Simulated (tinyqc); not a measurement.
Growth with time: grain growth, pinning, strength and diffusional creep of a polycrystal or thin film. Computed by tinyqc, a small Python program. Command: `OMP_NUM_THREADS=1 python tinyqc.py 3020745 3020746 out.jsonl grain walk`. One thread of a shared host (Intel(R) Xeon(R) Processor @ 2.30GHz), about 0.01 s of CPU time with the checks.

One mean grain size d describes the structure.

Inputs (values chosen for the exercise, for a model solid):

| quantity | value | unit |
|---|---|---|
| boundary energy gamma | 0.51 | J/m^2 |
| mobility prefactor M0 | 8.1e-05 | m^4/(J s) |
| activation energy of boundary motion Q_m | 0.842 | eV |
| anneal temperature T | 319 | K |
| initial grain size d0 | 46 | nm |
| particle volume fraction f | 0.00013 | - |
| particle radius r | 16 | nm |

Sample: bulk.

Constants: k_B = 8.617333262e-05 eV/K.

Method. M = M0 exp(-Q_m/(k_B T)). The driving pressure is 2 gamma/d. Zener pinning pressure 3 f gamma/(2 r) stops growth at d_Z = 4 r/(3 f). The limit is d_lim = d_Z. dd/dt = 2 M gamma (1/d - 1/d_lim) integrates to 2 M gamma t = d_lim (d0 - d) + d_lim^2 ln[(d_lim - d0)/(d_lim - d)]; without pinning d^2 = d0^2 + 4 M gamma t.

limit d_lim = 164103 nm

mobility M = 4.03644e-18 m^4/(J s)

At T:

| t (s) | free growth (nm) | pinned growth (nm) | d/d_lim |
|---|---|---|---|
| 9.80e+06 | 8.9832e+03 | 8.8201e+03 | 0.05375 |
| 3.30e+07 | 1.6484e+04 | 1.5937e+04 | 0.09712 |
| 9.80e+07 | 2.8407e+04 | 2.6792e+04 | 0.16327 |
| 3.30e+08 | 5.2128e+04 | 4.6761e+04 | 0.28495 |
| 9.80e+08 | 8.9831e+04 | 7.4244e+04 | 0.45242 |
| 3.30e+09 | 1.6484e+05 | 1.1491e+05 | 0.70024 |
| 9.80e+09 | 2.8407e+05 | 1.4934e+05 | 0.91003 |
| 3.30e+10 | 5.2128e+05 | 1.6371e+05 | 0.99763 |

What does the comparison show, and why?

The apparent exponent d ln d/d ln t of the pinned growth is at most about 0.49, below the ideal 1/2, and falls to 0.076 in the last rows: pinning hides it late.
